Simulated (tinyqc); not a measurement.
Worked calculation: empirical pseudopotential in a few plane waves. Computed by tinyqc, a small Python program that keeps every step. Settings: plane-wave index or count = 15. Command: `OMP_NUM_THREADS=1 python tinyqc.py 23707 23708 out.jsonl` (the two numbers bound the seeds that draw the settings). One thread of a shared host (Intel(R) Xeon(R) Processor @ 2.60GHz), about 0.2 s of CPU time with the checks.

## Bloch Hamiltonian at G

Parameters chosen for this model: fcc lattice, atoms at +/- a/8 (1,1,1); form factors in rydberg at |G|^2 in units of (2 pi/a)^2:
```
parameter                 value      unit
a                      5.960000  angstrom
VS(3)                 -0.208000        Ry
VS(8)                  0.048000        Ry
VS(11)                 0.059000        Ry
VA(3)                         0        Ry
VA(4)                         0        Ry
VA(11)                        0        Ry
hbar^2/2m (2 pi/a)^2   4.234383        eV
```

k point G (2 pi / a): 0  0  0

Basis: the 15 shortest G (labels in 2 pi/a), the same at every k. H(G,G') = c |k + G|^2 delta + VS(|G-G'|^2) cos((G-G').tau) + i VA sin((G-G').tau), tau = a/8 (1,1,1); 1 Ry = 13.605693 eV.

H(k) at G (eV), lower triangle:
```
         +0+0+0   -1-1-1   -1-1+1   -1+1-1   -1+1+1   +1-1-1   +1-1+1   +1+1-1
+0+0+0   0.0000
-1-1-1   2.0011  12.7031
-1-1+1  -2.0011   0.0000  12.7031
-1+1-1  -2.0011   0.0000   0.6531  12.7031
-1+1+1  -2.0011  -0.6531   0.0000   0.0000  12.7031
+1-1-1  -2.0011   0.0000   0.6531   0.6531   0.0000  12.7031
+1-1+1  -2.0011  -0.6531   0.0000   0.0000   0.6531   0.0000  12.7031
+1+1-1  -2.0011  -0.6531   0.0000   0.0000   0.6531   0.0000   0.6531  12.7031
+1+1+1   2.0011   0.0000  -0.6531  -0.6531   0.0000  -0.6531   0.0000   0.0000
-2+0+0   0.0000  -2.0011  -2.0011  -2.0011   2.0011   0.5676  -0.5676  -0.5676
+0-2+0   0.0000  -2.0011  -2.0011   0.5676  -0.5676  -2.0011   2.0011  -0.5676
+0+0-2   0.0000  -2.0011   0.5676  -2.0011  -0.5676  -2.0011  -0.5676   2.0011
+0+0+2   0.0000  -0.5676   2.0011  -0.5676  -2.0011  -0.5676  -2.0011   0.5676
+0+2+0   0.0000  -0.5676  -0.5676   2.0011  -2.0011  -0.5676   0.5676  -2.0011
+2+0+0   0.0000  -0.5676  -0.5676  -0.5676   0.5676   2.0011  -2.0011  -2.0011

         +1+1+1   -2+0+0   +0-2+0   +0+0-2   +0+0+2   +0+2+0   +2+0+0
+1+1+1  12.7031
-2+0+0  -0.5676  16.9375
+0-2+0  -0.5676   0.6531  16.9375
+0+0-2  -0.5676   0.6531   0.6531  16.9375
+0+0+2  -2.0011  -0.6531  -0.6531   0.0000  16.9375
+0+2+0  -2.0011  -0.6531   0.0000  -0.6531   0.6531  16.9375
+2+0+0  -2.0011   0.0000  -0.6531  -0.6531   0.6531   0.6531  16.9375
```

## Levels at G

Diagonalise the Hermitian matrix.

eigenvalues (eV): -1.9306  8.8048  8.8048  8.8048  11.5716  12.0501  12.0501  12.0501  15.6314  15.6314  16.5930  20.1828  20.1828  20.1828  22.6406

## Bands along a path

The same steps at evenly spaced points between the labelled ones.

Bands along the path (eV), lowest eight:
```
k          band 1  band 2  band 3  band 4   band 5   band 6   band 7   band 8
L          0.1644  2.8530  7.9729  7.9729  10.8448  12.8964  12.8964  16.9948
L-G 0.20  -0.3282  3.4940  7.9797  7.9797  10.8622  12.8272  12.8272  17.1191
L-G 0.40  -0.9718  4.7237  8.1293  8.1293  11.0482  12.8618  12.8618  16.1142
L-G 0.60  -1.4933  6.2323  8.3874  8.3874  11.3649  12.7084  12.7084  14.5689
L-G 0.80  -1.8200  7.8267  8.6695  8.6695  11.6956  12.2829  12.2829  12.7958
G         -1.9306  8.8048  8.8048  8.8048  11.5716  12.0501  12.0501  12.0501
G-X 0.20  -1.7828  7.8692  8.4239  8.4239  11.7309  12.4733  12.6681  12.6681
G-X 0.40  -1.3416  6.2956  7.7481  7.7481  11.1457  12.8258  14.0450  14.0450
G-X 0.60  -0.6140  4.7019  7.1894  7.1894  10.6991  11.8118  15.7460  15.7460
G-X 0.80   0.3872  3.2028  6.8737  6.8737  10.5514  10.9553  17.6332  17.6332
X          1.6419  1.8589  6.8447  6.8447  10.4823  10.7755  19.6819  19.6819
```

With 4 band(s) filled, the highest filled level on these points lies at G and the lowest empty one at X: a gap of 1.6776 eV, indirect. This holds for the small fixed basis; with all plane waves up to |k + G|^2 = 21 (2 pi/a)^2 the gap along the path is 1.34 eV.

## Convergence with the number of plane waves

Levels at G counted from the fourth one.

Levels (eV):
```
plane waves   level 1  level 5  level 8
9            -13.9807        0   2.6123
15           -10.7354   2.7669   3.2453
27           -10.2322   3.1313   3.3258
51           -10.3755   3.2024   3.3943
59           -10.4178   3.0386   3.3747
65           -10.4282   3.0015   3.3747
89           -10.3860   3.0354   3.3491
```
